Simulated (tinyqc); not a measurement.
Size of the basis: round or elliptic silicon nanowire with anisotropic valleys (Ritz method).

Wire along x = [110] on a (001) wafer, y = [-110], z = [001]. Valley groups (w = inverse masses): A, two valleys along z: w_y = 1/mt, w_z = 1/ml, m_x = mt; B, four valleys in the wafer plane: w_y = (1/ml + 1/mt)/2, w_z = 1/mt, m_x = (ml + mt)/2.

Hard wall on the ellipse (y/a)^2 + (z/b)^2 = 1, c = hbar^2/2m0. With u = y/a, v = z/b the operator is -c [(w_y/a^2) d2/du2 + (w_z/b^2) d2/dv2] on the unit disc. Basis (1 - u^2 - v^2) u^i v^j; S, X and Y are the disc integrals of f f', (df/du)(df'/du) and (df/dv)(df'/dv), from the integral of u^p v^q = 2 Gamma((p+1)/2) Gamma((q+1)/2)/((p + q + 2) Gamma((p+q+2)/2)) for even p, q; H = c (w_y X/a^2 + w_z Y/b^2).

Constants: hbar^2/2m0 = 3.80998211 eV angstrom^2.

Inputs chosen for the exercise (near those of a Si nanowire; the results hold for these values, not for the real material):
```
symbol  value  unit      meaning
ml      0.934  m0        longitudinal mass
mt      0.189  m0        transverse mass
a       24     angstrom  semi-axis along y
b       24     angstrom  semi-axis along z
```

Lowest level of each group with 1, 3, 6 and 21 even functions.

Levels (meV):
```
functions       A       B
1          126.24  168.11
3          119.66  161.79
6          119.54  161.75
21         119.54  161.75
```

What can be read from this table?

One function errs by 5.6 % for A and 3.9 % for B, six by 0.00075 and 4.7e-05 meV. The error grows with the axis ratio of the stretched ellipse (2.22, 1.29); for a circle it is 6/5.783 - 1 = 3.7 %.

Program tinyqc; command `OMP_NUM_THREADS=1 python tinyqc.py 1280302 1280303 out.jsonl`; about 0.06 s on one thread of a shared Intel(R) Xeon(R) Processor @ 2.30GHz.
